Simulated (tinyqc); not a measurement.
Van der Pauw, Hall and four-point-probe measurements on a doped layer: one step of the calculation.

A uniform n-type layer with sheet resistance Rs = 1/(q ns mu), point contacts, low field (mu B small).

Question. Sheet density, mobility and bulk values. Rs = 1/z; Hall sheet density B I/(q |VH|); Hall mobility |VH|/(Rs B I); true values ns = rH times the Hall density, mu = Hall mobility/rH; bulk density ns/t, resistivity Rs t; correction factor F = Rs/[(pi/ln 2)(RA + RB)/2].

Values chosen for this exercise:
- rH = 1 (Hall factor)
- B = 0.55 T (magnetic field)
- I = 500 uA (current)
- t = 34 nm (thickness of the layer)

Constants: q = 1.602176634e-19 C. Results are converted to the units shown.

converged z = 0.43739422 mS
VH = -22.005320 mV
RA = 19.176568 ohm
RB = 2655.8218 ohm

Give: Rs; Hall sheet density; Hall mobility; ns; mu; bulk density; resistivity; F.

Answer.

Rs = 2286.3 ohm/square
Hall sheet density = 7.8000e12 cm^-2
Hall mobility = 350.00 cm^2/(V s)
ns = 7.8000e12 cm^-2
mu = 350.00 cm^2/(V s)
bulk density = 2.2941e18 cm^-3
resistivity = 0.0077733 ohm cm
F = 0.37715

Computed by the program tinyqc: `OMP_NUM_THREADS=1 python tinyqc.py 2850183 2850184 out.jsonl`, one thread of a shared Intel Xeon 2.30GHz, about 0.01 s for the whole run.
